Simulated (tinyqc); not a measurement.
Planar ballistic transistor, top-of-the-barrier model: one step of the calculation.

At the top of the source barrier, states moving towards the drain are filled by the source (Fermi level 0) and states moving back by the drain (Fermi level -q Vd); nothing scatters. U is the shift of the band edge there, set by the capacitances CG, CD and CS (the total) and by the charge. Parabolic two-dimensional band; the source is grounded.

Problem. Self-consistent potential at the barrier top. eta1 = -(E0 + U)/Vt, eta2 = eta1 - Vd/Vt, n = (N0/2)[F_0(eta1) + F_0(eta2)], F_0(x) = ln(1 + exp x). U(out) = UL + q (n - n0)/CS. Newton step: U(new) = U + (U(out) - U)/(1 + CQ/CS), CQ = (q/Vt) dn/d(eta1) with both F' summed; F_0'(x) = 1/(1 + exp(-x)).

Values chosen for this exercise; mass and valleys made up:
- T = 77 K (temperature)
- E0 = 0.32 eV (band edge at the barrier top above the source Fermi level at zero bias)
- Vd = 0.05 V (drain voltage)

Constants: q = 1.602176634e-19 C, kB = 1.380649e-23 J/K, Vt = kB T/q. Results are converted to the units shown.

U at the start (U = UL) = -0.6433 eV
N0 = 7.3507953e11 cm^-2
CS = 2.5940003 uF/cm^2
n0 = 8.3522139e-10 cm^-2
UL = -0.6433 eV

Give: eta1; eta2; n; U(out); CQ; U after iteration 1.

Solution.

eta1 = 48.72
eta2 = 41.19
n = 3.305e13 cm^-2
U(out) = 1.398 eV
CQ = 17.75 uF/cm^2
U after iteration 1 = -0.3830 eV

tinyqc, about 0.01 s, one thread, Intel Xeon 2.30GHz (shared host): `OMP_NUM_THREADS=1 python tinyqc.py 2400012 2400013 out.jsonl`
